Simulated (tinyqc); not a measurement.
# Lossy on-chip transmission line with skin effect: two studies

A uniform line in a homogeneous dielectric: c = sqrt(er)/(c0 Z0), l = Z0 sqrt(er)/c0 (c0 = 299792458 m/s), g = w c td, w = 2 pi f. The resistance joins its limits as r = sqrt(r_dc^2 + r_hf^2), with r_dc = rho/(wd th), r_hf = kr rho/(2 delta (wd + th)), delta = sqrt(rho/(pi f mu0)), mu0 = 4 pi 1e-7 H/m; this is an interpolation, and internal inductance, up to 0.05 nH/mm at low frequency, is neglected.

Parameters, values chosen for the exercise: width of the strip wd = 4.8 um; thickness of the strip th = 0.66 um; resistivity rho = 1.8 uohm cm; relative permittivity er = 3.5; loss tangent td = 0.002; lossless impedance sqrt(l/c) Z0 = 45 ohm; factor for crowding and the return path kr = 1.5; length len = 1.6 mm; source resistance Rg = 100 ohm; load resistance RL = 100 ohm; load capacitance CL = 100 fF; frequency f = 3 GHz.

Each table varies one quantity; the others keep the values above.

## Line properties against frequency

gamma = sqrt((r + i w l)(g + i w c)) = alpha + i beta, Zc = sqrt((r + i w l)/(g + i w c)), roots with positive real part; loss 8.685889638 alpha in dB; phase velocity w/beta. ZL = 1/(1/RL + i w CL); reflection (ZL - Zc)/(ZL + Zc); Zin = Zc (ZL + Zc tanh(gamma len))/(Zc + ZL tanh(gamma len)); H = V_load/V_source = [Zin/(Zin + Rg)]/[cosh(gamma len) + (Zc/ZL) sinh(gamma len)].

Results:

| f (GHz) | r (ohm/mm) | r/(w l) | loss (dB/mm) | \|Zc\| (ohm) | phase velocity over c0 | length in wavelengths | \|H\| (dB) |
|---|---|---|---|---|---|---|---|
| 0.01 | 5.6830 | 322.09 | 0.043196 | 807.61 | 0.042097 | 0.0012678 | -6.4068 |
| 0.03 | 5.6854 | 107.41 | 0.074601 | 466.38 | 0.072673 | 0.0022032 | -6.4070 |
| 0.3 | 5.7171 | 10.801 | 0.22695 | 148.21 | 0.21982 | 0.0072836 | -6.4125 |
| 0.8 | 5.7754 | 4.0916 | 0.34572 | 92.354 | 0.33138 | 0.012885 | -6.4359 |
| 2 | 5.9131 | 1.6756 | 0.47060 | 62.861 | 0.44027 | 0.024244 | -6.5592 |
| 7 | 6.4551 | 0.52264 | 0.60637 | 47.800 | 0.51828 | 0.072083 | -7.7803 |
| 20 | 7.6876 | 0.21785 | 0.74447 | 45.525 | 0.53147 | 0.20084 | -10.311 |
| 60 | 10.618 | 0.10029 | 1.0439 | 45.113 | 0.53388 | 0.59980 | -14.470 |

Estimate the missing row, f = 0.09 GHz.

Computed row:

| f (GHz) | r (ohm/mm) | r/(w l) | loss (dB/mm) | \|Zc\| (ohm) | phase velocity over c0 | length in wavelengths | \|H\| (dB) |
|---|---|---|---|---|---|---|---|
| 0.09 | 5.6924 | 35.847 | 0.12810 | 269.48 | 0.12463 | 0.0038541 | -6.4078 |

With this row back in the table: r equals w l at 3.44 GHz: below it |Zc| and the delay grow as in an RC line, above it |Zc| tends to Z0 = 45 ohm and the velocity to 1/sqrt(er) = 0.535 c0. The loss goes as f^(0.50) between the first two rows and f^(0.31) between the last two. |H| is -6.41 dB in the first row and -14.5 dB in the last; between rows it can pass through resonances that the table doesn't show.

## Effect of the width of the strip

Same model as above.

Z0 is held fixed by scaling the dielectric height.

Results:

| wd (um) | r (ohm/mm) | r/(w l) | loss (dB/mm) | \|Zc\| (ohm) | phase velocity over c0 | length in wavelengths | \|H\| (dB) |
|---|---|---|---|---|---|---|---|
| 1.2 | 23.48 | 4.435 | 1.362 | 95.95 | 0.3212 | 0.04984 | -7.853 |
| 1.9 | 14.98 | 2.830 | 1.023 | 77.96 | 0.3782 | 0.04234 | -7.322 |
| 3 | 9.571 | 1.808 | 0.7472 | 64.68 | 0.4320 | 0.03707 | -6.968 |
| 4.7 | 6.152 | 1.162 | 0.5287 | 55.72 | 0.4752 | 0.03370 | -6.736 |
| 7.4 | 3.928 | 0.7421 | 0.3589 | 50.22 | 0.5047 | 0.03173 | -6.583 |
| 12 | 2.432 | 0.4594 | 0.2301 | 47.21 | 0.5217 | 0.03069 | -6.478 |
| 29 | 1.010 | 0.1909 | 0.09809 | 45.40 | 0.5322 | 0.03009 | -6.377 |

Estimate the missing row, wd = 18 um.

Computed row:

| wd (um) | r (ohm/mm) | r/(w l) | loss (dB/mm) | \|Zc\| (ohm) | phase velocity over c0 | length in wavelengths | \|H\| (dB) |
|---|---|---|---|---|---|---|---|
| 18 | 1.625 | 0.3070 | 0.1561 | 46.02 | 0.5286 | 0.03029 | -6.421 |

With this row back in the table: As wd goes from 1.2 to 29, the loss falls from 1.36 to 0.0981 dB/mm, |Zc| falls from 96.0 to 45.4 ohm and |H| goes from -7.85 to -6.38 dB, with its highest value among the rows, -6.38 dB, at wd = 29.

Computed by the program tinyqc: `OMP_NUM_THREADS=1 python tinyqc.py 2810136 2810137 out.jsonl`, one thread of a shared Intel Xeon 2.30GHz, about 0.01 s for the whole run.
